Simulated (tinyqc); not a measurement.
Band edges of strained Si(1-x)Ge(x) on relaxed Si(1-y)Ge(y): sweeps and comparisons. A value that a table varies takes the place of the one given here.

Values are linear in the Ge fraction but for ED(x) = linear - CD x (1 - x) and a(x) = linear - Ca x (1 - x). Energies are on the common scale of Ev.

Coherent growth on a (110) face: e_par = (a(y) - a(x))/a(x), e_perp = -(C11 + 3 C12 - 2 C44)/(C11 + C12 + 2 C44) e_par; exx = eyy = (e_par + e_perp)/2, ezz = e_par, exy = (e_perp - e_par)/2, eyz = ezx = 0.

A valley with unit axis u lies at Ev + gap + (av + a_valley) tr(e) + Xu (u.e.u - tr(e)/3); the Delta axes are x, y, z and the L axes [111], [1-1-1], [-11-1], [-1-11]. The second-order shift of the Delta valleys under shear is left out; it lowers the pair normal to the sheared plane by tens of meV at a shear of 1 %.

Valence edges: Ev plus the levels of the 6 x 6 matrix of X, Y, Z times spin with -Dso/3 + l exx + m (eyy + ezz) on the diagonal (cyclic), n exy off it, l = av + 2 b, m = av - b, n = sqrt(3) d. Spin-orbit term (Dso/3) L.sigma on X, Y, Z with (L_k)_ij = -i epsilon_kij: <X+|H|Y+> = -i Dso/3, <X+|H|Z-> = Dso/3, <Y+|H|Z-> = -i Dso/3, <Z+|H|X-> = -Dso/3, <Z+|H|Y-> = i Dso/3, <X-|H|Y-> = i Dso/3, and their conjugates; + and - are the spin along z.

Coherent growth: e_par = (a(y) - a(x))/a(x). (001): e_perp = -2 (C12/C11) e_par; exx = eyy = e_par, ezz = e_perp, no shear. (111): e_perp = -(2 C11 + 4 C12 - 4 C44)/(C11 + 2 C12 + 4 C44) e_par; exx = eyy = ezz = (2 e_par + e_perp)/3 and exy = eyz = ezx = (e_perp - e_par)/3. (110): e_perp = -(C11 + 3 C12 - 2 C44)/(C11 + C12 + 2 C44) e_par; exx = eyy = (e_par + e_perp)/2, ezz = e_par, exy = (e_perp - e_par)/2, eyz = ezx = 0.

Parameters, chosen for this exercise (end members near Si and Ge, in this order; not measured data):
- a = (5.429, 5.665) angstrom (lattice constant)
- Dso = (0.044, 0.289) eV (spin-orbit splitting)
- av = (2.44, 1.25) eV (valence hydrostatic potential)
- b = (-2.1, -2.56) eV (tetragonal shear potential)
- d = (-4.73, -5.33) eV (trigonal shear potential)
- C11 = (168.2, 129.2) GPa
- C12 = (63.4, 48.9) GPa
- C44 = (78.9, 67.6) GPa
- Ev = (0, 0.62) eV (top of the unstrained valence band)
- ED = (1.134, 0.914) eV (gap to the Delta valleys)
- EL = (2.026, 0.739) eV (gap to the L valleys)
- aD = (1.6, 1.33) eV (hydrostatic potential of the Delta gap)
- aL = (-2.97, -2.68) eV (hydrostatic potential of the L gap)
- XuD = (8.92, 9.44) eV (uniaxial potential, Delta)
- XuL = (15.9, 15.17) eV (uniaxial potential, L)
- CD = 0.204 eV (bowing of the Delta gap)
- Ca = 0 angstrom (bowing of the lattice constant)
- face = 110 (growth face)
- y = 0.15 (Ge fraction of the relaxed buffer)
- x = 0 (Ge fraction of the layer)

## Composition of the layer

The buffer is kept. dEc = Ec(buffer) - Ec(layer), dEv = Ev(layer) - Ev(buffer); buffer edges Ev(y) and Ev(y) + min(ED, EL). The digit behind Delta or L counts whole valleys.

Results:

| x | e_par (%) | lowest valleys | gap (eV) | next valleys above (meV) | valence splitting (meV) | dEc (eV) | dEv (eV) |
|---|---|---|---|---|---|---|---|
| 0.00 | 0.65 | Delta4 | 1.094 | 44 | 66 | 0.010 | -0.029 |
| 0.10 | 0.22 | Delta4 | 1.083 | 15 | 19 | 0.005 | -0.013 |
| 0.20 | -0.22 | Delta2 | 1.034 | 15 | 16 | 0.008 | 0.033 |
| 0.30 | -0.64 | Delta2 | 0.955 | 44 | 40 | 0.021 | 0.099 |
| 0.40 | -1.07 | Delta2 | 0.880 | 73 | 59 | 0.027 | 0.167 |
| 0.50 | -1.49 | Delta2 | 0.810 | 102 | 76 | 0.027 | 0.238 |
| 0.60 | -1.91 | Delta2 | 0.744 | 130 | 92 | 0.021 | 0.309 |
| 0.70 | -2.32 | Delta2 | 0.683 | 159 | 107 | 0.010 | 0.383 |

How do the results move?

The gap is 1.094 eV in the first row and 0.683 eV in the last. The lowest valleys change: Delta4 to Delta2 between x = 0.10 and 0.20. Per 0.1 of x the valence offset moves by +59 meV on average; the conduction offset lies between +5 and +27 meV, not monotonically. Both carriers sit on one side for x = 0.20, 0.30, 0.40, 0.50, 0.60 and 0.70, and on opposite sides elsewhere. Offsets below about 30 meV are within the spread of parameter sets, so those rows do not settle the type. Strains above 2 % can be kept only in layers of a few nanometres.

## Composition of the buffer

The layer is kept. dEc = Ec(buffer) - Ec(layer), dEv = Ev(layer) - Ev(buffer); buffer edges Ev(y) and Ev(y) + min(ED, EL). The digit behind Delta or L counts whole valleys.

Results:

| y | e_par (%) | lowest valleys | gap (eV) | next valleys above (meV) | valence splitting (meV) | dEc (eV) | dEv (eV) |
|---|---|---|---|---|---|---|---|
| 0.08 | 0.35 | Delta4 | 1.115 | 24 | 33 | 0.004 | -0.018 |
| 0.16 | 0.70 | Delta4 | 1.091 | 47 | 70 | 0.011 | -0.030 |
| 0.24 | 1.04 | Delta4 | 1.066 | 71 | 109 | 0.020 | -0.041 |
| 0.31 | 1.35 | Delta4 | 1.043 | 91 | 143 | 0.030 | -0.050 |
| 0.39 | 1.70 | Delta4 | 1.017 | 115 | 182 | 0.044 | -0.061 |
| 0.47 | 2.04 | Delta4 | 0.990 | 138 | 220 | 0.061 | -0.071 |
| 0.55 | 2.39 | Delta4 | 0.964 | 162 | 259 | 0.080 | -0.081 |

What can be read from the table?

The gap is 1.115 eV in the first row and 0.964 eV in the last. The lowest valleys are Delta4 throughout. Per 0.1 of y the valence offset moves by -14 meV on average; the conduction offset lies between +4 and +80 meV. Electrons and holes sit on opposite sides in every row (type II). Offsets below about 30 meV are within the spread of parameter sets, so those rows do not settle the type. Strains above 2 % can be kept only in layers of a few nanometres.

## The same layer on three faces

dEc = Ec(buffer) - Ec(layer), dEv = Ev(layer) - Ev(buffer); buffer edges Ev(y) and Ev(y) + min(ED, EL). The digit behind Delta or L counts whole valleys.

Results:

| face | e_par (%) | lowest valleys | gap (eV) | next valleys above (meV) | valence splitting (meV) | dEc (eV) | dEv (eV) | Delta spread (meV) | L spread (meV) |
|---|---|---|---|---|---|---|---|---|---|
| (001) | 0.65 | Delta2 | 1.041 | 102 | 62 | 0.069 | -0.035 | 102 | 0 |
| (111) | 0.65 | Delta6 | 1.109 | 746 | 67 | -0.007 | -0.027 | 0 | 134 |
| (110) | 0.65 | Delta4 | 1.094 | 44 | 66 | 0.010 | -0.029 | 44 | 105 |

What can be read from the table?

On (001) only the Delta valleys split (102 meV), on (111) only the L valleys (134 meV), on (110) both (44 and 105 meV). The lowest valleys are Delta2 on (001), Delta6 on (111) and Delta4 on (110); the smallest gap is 1.041 eV on (001) and the largest 1.109 eV on (111).

## What each parameter does

dEc = Ec(buffer) - Ec(layer), dEv = Ev(layer) - Ev(buffer); buffer edges Ev(y) and Ev(y) + min(ED, EL). Each row changes one parameter from the base and keeps the others.

Results:

| case | gap (eV) | valence splitting (meV) | dEc (eV) | dEv (eV) |
|---|---|---|---|---|
| base | 1.0941 | 65.5 | 0.0096 | -0.0287 |
| x = 0.03 | 1.0915 | 50.6 | 0.0087 | -0.0252 |
| y = 0.18 | 1.0847 | 79.9 | 0.0126 | -0.0330 |
| CD = 0.254 eV | 1.0941 | 65.5 | 0.0032 | -0.0287 |
| Dso = (0.051, 0.332) eV | 1.0951 | 64.6 | 0.0096 | -0.0297 |
| Ev = (0, 0.713) eV | 1.0941 | 65.5 | 0.0235 | -0.0426 |
| av = (2.806, 1.438) eV | 1.0941 | 65.5 | 0.0060 | -0.0251 |
| aL = (-3.415, -3.082) eV | 1.0941 | 65.5 | 0.0096 | -0.0287 |
| b = (-2.415, -2.944) eV | 1.0927 | 68.2 | 0.0096 | -0.0272 |

What can be read from the table?

The largest shifts from the base row, up to three for each result and ties (the steps differ in size, so this ranks the rows, not the parameters). gap (eV): y -0.0094, x -0.0026, b -0.0014; unchanged at the printed digits by CD, Ev, av and aL. valence splitting (meV): x -14.9, y +14.4, b +2.7; unchanged at the printed digits by CD, Ev, av and aL. dEc (eV): Ev +0.0140, CD -0.0064, av -0.0035; unchanged at the printed digits by Dso, aL and b. dEv (eV): Ev -0.0139, y -0.0043, av +0.0035; unchanged at the printed digits by CD and aL. The lowest valleys of the layer are Delta4, so among the conduction-band potentials only those of that family reach the gap and dEc; the buffer is unstrained. A shift large enough to swap the lowest family would change that.

Computed by tinyqc, a small Python program: `OMP_NUM_THREADS=1 python tinyqc.py 1080004 1080005 out.jsonl` (the numbers bound the seed that draws the inputs); one thread of a shared host (Intel(R) Xeon(R) Processor @ 2.30GHz), about 0.01 s for the whole set of steps.
